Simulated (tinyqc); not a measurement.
Wafer bonding and layer transfer: bond energy, gap closing, particles, bonding of dissimilar wafers and hydrogen blisters: one step, computed by the program tinyqc.

gamma is the energy per area of each of the two surfaces; plates are isotropic.

Problem. Void around a particle. E' = E1/(1 - nu^2), equal wafers assumed. Void radius in the plate regime: R_v = [(2/3) E' t1^3/gamma]^(1/4) h^(1/2). Below h_crit = 5 sqrt(t1 gamma/E') the wafers deform locally and R_v is of the order of h (taken as h).

Inputs (values chosen for the exercise, for model wafers):
```
quantity            value        unit
Young's modulus E1    134         GPa
Poisson ratio nu     0.28           -
thickness t1          525  micrometre
particle radius h     0.3  micrometre
```

bond energy gamma = 0.1019835 J/m^2

Give: critical particle radius; void radius.

Solution.

critical particle radius = 0.09595 micrometre

void radius = 1876 micrometre

The void is 6300 times the particle.
